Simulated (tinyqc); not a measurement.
MOS capacitor on a p-type substrate, surface potential from the exact charge relation: two steps of the calculation.

Uniform p-type substrate, Boltzmann statistics, full ionisation, classical densities. psi is the surface potential against the body (positive when the bands bend down) and u = psi/Vt. Traps are spread evenly over the gap and neutral at flat band, so their charge is -q Dit psi; the minority quasi-Fermi level is shifted by Vb.

Values chosen for this exercise; band and dielectric values close to those of silicon: temperature T = 250 K; band gap Eg = 1.12 eV; relative permittivity eps_r = 11.6; conduction-band density of states at T Nc = 2.14e19 cm^-3; valence-band density of states at T Nv = 2e19 cm^-3; acceptor density of the substrate N = 1.7e15 cm^-3; relative permittivity of the gate insulator (close to silicon dioxide) eox = 3.9; insulator thickness tox = 10 nm; fixed charge at the interface, in units of q Nf = -1.3e10 cm^-2; density of interface traps Dit = 0 cm^-2 eV^-1; reverse bias of the inversion layer against the body Vb = 0 V; gate voltage against the body Vg = 0.84 V.

Constants: q = 1.602176634e-19 C, kB = 1.380649e-23 J/K, Vt = kB T/q, eps0 = 8.8541878128e-14 F/cm where lengths are in cm. Results are converted to the units shown.

Task 1. Newton step for the surface potential. u = psi/Vt; F^2 = exp(-u) + u - 1 + r (exp(u) - u - 1); Qs = -sign(u) Q0 F; Cs = -dQs/dpsi = (Q0/Vt) |1 - exp(-u) + r (exp(u) - 1)|/(2 F). f = Vfb + psi + (q Dit psi - Qs)/Cox - Vg, f' = 1 + (Cs + q Dit)/Cox, psi(new) = psi - f/f'.

psi after iteration 2 = 0.85975025 V
Cox = 0.34531332 uF/cm^2
Vfb = -0.25204566 V
Q0 = 3.4717981 nC/cm^2
r = 3.9114669e-15

Wanted: u; F; Qs; Cs; f; f'; psi after iteration 3.

Result 1.

u = 39.91
F = 29.64
Qs = -102.9 nC/cm^2
Cs = 2.285 uF/cm^2
f = 0.06573 V
f' = 7.618
psi after iteration 3 = 0.8511 V

Task 2. Charges, field and capacitances at the solution. ni = sqrt(Nc Nv) exp(-Eg/(2 Vt)), Eg in volts; phiF = Vt ln(N/ni); Cox = eps0 eox/tox; Vfb = phiM - chi - (Eg - Vt ln(Nv/N)) - q Nf/Cox; Q0 = sqrt(2 eps0 eps_r q N Vt); r = (ni/N)^2 exp(-Vb/Vt); VT = Vfb + [(2 phiF + Vb)(1 + q Dit/Cox) + sqrt(2 eps0 eps_r q N (2 phiF + Vb))/Cox].

Low frequency: 1/C_LF = 1/Cox + 1/(Cs + q Dit). High frequency, in the simple estimate in which traps and minority carriers do not follow: 1/C_HF = 1/Cox + 1/Cd, Cd being Cs with r = 0 at the same psi. Minority sheet density N_inv = (Q0/(2 q)) int_0^u r (exp(t) - 1)/F(t) dt for u > 0. Oxide field |Qs - q Dit psi + q Nf|/(eps0 eox).

converged psi = 0.85023753 V

Give: Qs; N_inv; oxide field; Cs; C_LF/Cox; C_HF/Cox.

Result 2.

Qs = -83.500 nC/cm^2
N_inv = 3.9005e11 cm^-2
oxide field = 0.24784 MV/cm
Cs = 1.8124 uF/cm^2
C_LF/Cox = 0.83996
C_HF/Cox = 0.036259

The surface is in strong inversion (borders at |psi| = 0, phiF + Vb and 2 phiF + Vb = 0.715 V). Minority carriers make up 74.8 % of Qs.

Computed by the program tinyqc: `OMP_NUM_THREADS=1 python tinyqc.py 2060114 2060115 out.jsonl`, one thread of a shared Intel Xeon 2.30GHz, about 0.01 s for the whole run.
